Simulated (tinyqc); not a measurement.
Inside a calculation. Model: electroplating on a thin resistive seed layer: kinetics, Wagner number and the terminal effect across a wafer. Computed by tinyqc, a small Python program that keeps every step. Command: `OMP_NUM_THREADS=1 python tinyqc.py 3120002 3120003 out.jsonl terminal walk`. One thread of a shared host (Intel(R) Xeon(R) Processor @ 2.30GHz), about 0.04 s of CPU time with the checks. Intermediate numbers are printed to about 5 digits and carried at full precision; extremes and crossings named in words are read from the listed rows.

Current enters the seed at the rim. The bath is treated as a local resistance per area (no lateral flow in the liquid), two electrons per ion, molar volume 7.11 cm^3/mol, Faraday constant F = e N_A, kinematic viscosity 0.01 cm^2/s, omega = 2 pi x rpm/60; k_B T/e is in volts.

Inputs (values chosen for the exercise, of the order of those for copper plating from an acid sulfate bath):
```
quantity                             value         unit
wafer radius R                         7.5           cm
seed thickness t                       9.4           nm
seed resistivity                        20  microohm cm
bath conductivity kappa               0.37         S/cm
gap to the anode h                      11           cm
extra resistance of a porous plate     140     ohm cm^2
exchange current density i_0          0.61      mA/cm^2
cathodic transfer coefficient alpha   0.71            -
mean current density                   2.9      mA/cm^2
diffusivity of the metal ion         6e-06       cm^2/s
metal ion concentration               0.87        mol/L
rotation rate                          100          rpm
temperature T                          298            K
```

Constants: e = 1.602176634e-19 C; N_A = 6.02214076e+23 1/mol; k_B = 8.617333262e-05 eV/K.

## Rate, limit and resistances

Growth rate = i V_m/(2 F). Levich limit i_L = 0.62 x 2 F D^(2/3) omega^(1/2) nu^(-1/6) c. Tafel overpotential eta = (k_B T/(alpha e)) ln(i/i_0); kinetic resistance k_B T/(alpha e i); bath resistance h/kappa + plate; R_s = resistivity/t; Wagner number = kinetic resistance x kappa/R.

growth rate = 64.110 nm/min

limiting current i_L = 239.62 mA/cm^2

overpotential = 56.387 mV

kinetic resistance = 12.472 ohm cm^2

bath resistance R_b = 169.73 ohm cm^2

sheet resistance R_s = 21.277 ohm/square

Wagner number = 0.61528

## Linear estimate of the terminal effect

Linearised: with R_t = kinetic + bath resistance the current density obeys (1/r)(r i')' = i R_s/R_t, so i = A I_0(r/l), l = sqrt(R_t/R_s); with x = R/l, edge/centre = I_0(x) and edge/mean = x I_0(x)/(2 I_1(x)). Voltage drop in the seed for a uniform current: i R_s R^2/4.

length l = 2.9263 cm

x = R/l = 2.5629

edge over centre, linear = 3.4528

edge over mean, linear = 1.6606

drop for uniform current = 867.69 mV

## Current distribution

Full model: seed potential phi(r) with (1/r)(r phi')' = R_s i, where i solves phi = R_b i + (k_B T/(alpha e)) ln(i/i_0) (phi being the driving voltage left at r); phi'(0) = 0 and phi'(R) = R_s i_mean R/2. Solved by collocation to a tolerance of 1e-7.

Across the wafer:
```
r/R   i (mA/cm^2)  i/mean  i/mean, linear
0.00       1.4167  0.4885          0.4810
0.20       1.5053  0.5191          0.5131
0.40       1.7916  0.6178          0.6159
0.60       2.3426  0.8078          0.8102
0.75       3.0027  1.0354          1.0390
0.90       3.9659  1.3676          1.3676
1.00       4.8354  1.6674          1.6606
```

edge over centre, full model = 3.4131

The full model gives 3.41 against 3.45 from the linear form; the kinetic resistance, which the linear form holds fixed, is a small part of R_t here.

## As the film thickens, and with more bath resistance

The film is taken as uniform, with the seed resistivity; the last column adds 100 ohm cm^2 to R_b. Extra power of that plate = i^2 x 100 ohm cm^2 x area.

Edge over centre:
```
thickness (nm)  R_s (ohm/square)  as given  with 100 ohm cm^2 more
9.4                       21.277    3.4131                  2.3702
14.1                      14.184    2.4227                  1.8402
18.8                      10.638    2.0015                  1.6039
28.2                       7.092    1.6258                  1.3857
47.0                       4.255    1.3561                  1.2235
94.0                       2.128    1.1710                  1.1089
188.0                      1.064    1.0838                  1.0537
```

extra power = 0.14862 W

The ratio falls below 1.1 from 188 nm on as given, and from 188 nm on with the added resistance: what counts is R_s R^2 against the sum of kinetic and bath resistance.

Checks made by the program: mean of the distribution (relative difference 2e-07).
